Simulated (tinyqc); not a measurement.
Double-gate transistor below threshold, two-dimensional Poisson equation on a small mesh: one step of the calculation.

Half of a symmetric double-gate structure: row 0 is the mid-plane of the body, where the normal field vanishes. Mobile charge is neglected (subthreshold), the body is fully depleted, and potentials are counted from the intrinsic level; rows run upward to the gate, columns from source to drain.

Task. Barrier, swing and barrier lowering. The barrier is read along row 0, the path farthest from the gate. Take the node j of lowest psi: barrier Vbi - psi_j; swing Vt ln 10/(d psi_j/dVg); DIBL = (d psi_j/dVd)/(d psi_j/dVg). The derivatives solve the same equations with s = 0 and a unit change of that voltage.

Inputs (values chosen for the exercise):
```
symbol  value  unit                  meaning
T         300     K              temperature
Vbi      0.47     V  potential of the source
```

Constants: q = 1.602176634e-19 C, kB = 1.380649e-23 J/K, Vt = kB T/q. Results are converted to the units shown.

converged psi (V):

|  | j=0 | j=1 | j=2 | j=3 | j=4 | j=5 | j=6 | j=7 |
|---|---|---|---|---|---|---|---|---|
| row 0 | 0.47000000 | 0.10853436 | -0.06941287 | -0.12720733 | -0.10210198 | 0.02569458 | 0.34339750 | 0.97000000 |
| row 1 | 0.47000000 | 0.09385289 | -0.07902509 | -0.13383932 | -0.11031727 | 0.01050207 | 0.31868553 | 0.97000000 |
| row 2 | 0.47000000 | 0.04664835 | -0.10752752 | -0.15300511 | -0.13410014 | -0.03466870 | 0.23907261 | 0.97000000 |
| row 3 | 0.47000000 | -0.04362431 | -0.15342166 | -0.18247211 | -0.17076723 | -0.10772905 | 0.08630991 | 0.97000000 |
| row 4 | 0.12000000 | -0.13458543 | -0.19123957 | -0.20600344 | -0.20009024 | -0.16809880 | -0.06804270 | 0.37000000 |
| row 5 | -0.23000000 | -0.23000000 | -0.23000000 | -0.23000000 | -0.23000000 | -0.23000000 | -0.23000000 | -0.23000000 |

d psi/dVg on row 0: j=0 0.00000000, j=1 0.52003586, j=2 0.78090437, j=3 0.87858385, j=4 0.87858385, j=5 0.78090437, j=6 0.52003586, j=7 0.00000000
d psi/dVd on row 0: j=0 0.0000000, j=1 0.0051189, j=2 0.0144404, j=3 0.0356027, j=4 0.0858134, j=5 0.2046553, j=6 0.4748452, j=7 1.0000000

Find: j; barrier; swing; DIBL.

Result.

j = 3
barrier = 0.59721 V
swing = 67.753 mV/decade
DIBL = 40.523 mV/V

Program tinyqc, `OMP_NUM_THREADS=1 python tinyqc.py 2480037 2480038 out.jsonl`; Intel Xeon 2.30GHz, shared host, one thread, about 0.09 s.
